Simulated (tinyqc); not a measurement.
Admittance spectroscopy and thermally stimulated current of one trap level in a depletion layer: one step, computed by the program tinyqc. Command: `OMP_NUM_THREADS=1 python tinyqc.py 3110702 3110703 out.jsonl admit walk`. One thread of a shared host (Intel(R) Xeon(R) Processor @ 2.30GHz), about 0.01 s of CPU time with the checks.

A Schottky junction on n-type material holds one donor-like electron trap; shallow donors are fully ionised and abrupt depletion edges are assumed.

Question. Temperature of the peak. N_c = 2 (2 pi m k_B T/h^2)^(3/2), v_th = sqrt(3 k_B T/m), emission rate e_n = sigma v_th N_c exp(-E_t/(k_B T)). Where the level crosses the Fermi level capture equals emission, so the trap follows the signal with the rate 2 e_n; G/omega peaks at omega = 2 e_n (the correction for large N_t/N is left out). Solve 2 e_n(T_p) = 2 pi f.

Inputs (values chosen for the exercise, modelled on n-type germanium):
```
quantity                         value    unit
density-of-states mass m         0.532     m_0
shallow doping N                 3e+16  1/cm^3
trap density N_t               1.7e+16  1/cm^3
trap depth E_t below the band    0.279      eV
capture cross section sigma    8.6e-15    cm^2
test frequency f                100000      Hz
```

Constants: k_B = 1.380649e-23 J/K; m_0 = 9.1093837015e-31 kg; h = 6.62607015e-34 J s; k_B = 8.617333262e-05 eV/K.

Give: peak temperature T_p; N_c at T_p; e_n at T_p; E_c - E_F = k_B T_p ln(N_c/N).

Answer.

peak temperature T_p = 220.9 K

N_c at T_p = 6.154e+18 1/cm^3

e_n at T_p = 3.142e+05 1/s

E_c - E_F = k_B T_p ln(N_c/N) = 0.1014 eV

Caution: N_t/N is not small, so the peak moves away from omega = 2 e_n.
